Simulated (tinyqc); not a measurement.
Worked calculation: extended Hueckel theory, for H3+. The parameters take no account of the charge, which enters only through the electron count. One step of it, computed by the program tinyqc.

Question. Mulliken analysis. P = C n C^T; charge = valence electrons (H 1) minus the sum of (P S)_ii on the atom; overlap population = 2 sum P_ij S_ij between two atoms.

coefficients, order 1H 1s, 2H 1s, 3H 1s:
$$\begin{pmatrix}
0.500180 & 0.000000 & 1.295568 \\
0.388253 & 0.761738 & -0.834528 \\
0.388253 & -0.761738 & -0.834528
\end{pmatrix}$$

occupations: [2.000000, 0.000000, 0.000000]

overlap S, order 1H 1s, 2H 1s, 3H 1s:
$$\begin{pmatrix}
1.000000 & 0.523498 & 0.523498 \\
0.523498 & 1.000000 & 0.138294 \\
0.523498 & 0.138294 & 1.000000
\end{pmatrix}$$

Give: charges; Overlap populations.

Answer.

charges: 1H 0.0930, 2H 0.4535, 3H 0.4535

Overlap populations:
```
pair     value
2-1   0.406646
3-1   0.406646
3-2   0.083386
```
